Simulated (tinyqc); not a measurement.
Bias-temperature instability from a Gaussian distribution of capture and emission barriers: one step, computed by the program tinyqc. Command: `OMP_NUM_THREADS=1 python tinyqc.py 3004102 3004103 out.jsonl bti walk`. One thread of a shared host (Intel(R) Xeon(R) Processor @ 2.30GHz), about 0.01 s of CPU time with the checks.

Each trap has a capture time tau_0 exp(E_c/(k_B T)) under stress and an emission time tau_0 exp(E_e/(k_B T)) after it. E_c is Gaussian, and E_e = E_c + d with d Gaussian and independent. A trap counts as filled once t_s exceeds its capture time and as emptied once t_r exceeds its emission time.

Problem. Lifetime. Demarcation energies E_s = k_B T ln(t_s/tau_0), E_r = k_B T ln(t_r/tau_0); mean barrier mu = mu_c - k_F F; z = (E_s - mu)/sigma_c; Phi is the standard normal distribution. Temperatures in kelvin are T(C) + 273.15. Solve V_max Phi(z) = criterion for t_s; the power-law extrapolation from the stress point is t_s (criterion/dV0)^(1/n); 1 year = 3.15576e7 s.

Inputs (values chosen for the exercise, for a model p-channel transistor):

| quantity | value | unit |
|---|---|---|
| shift with all traps filled V_max | 86 | mV |
| spread of capture barriers sigma_c | 0.24 | eV |
| time constant tau_0 | 8e-09 | s |
| temperature T | 60 | C |
| stress time t_s | 30000 | s |
| failure criterion | 50 | mV |

mean barrier mu = 1.4508 eV

shift without recovery dV0 = 0.4227699 mV

time exponent n = 0.3465737

Constants: k_B = 8.617333262e-05 eV/K.

Give: log10 of the lifetime in s; log10 of the power-law estimate in s.

Solution.

log10 of the lifetime in s = 14.60

log10 of the power-law estimate in s = 10.46

The power law gives a time shorter by 4.14 decades, since n falls as traps fill; ten years is log10 = 8.50. Caution: a lifetime this far beyond any test is a formal extrapolation of the Gaussian.
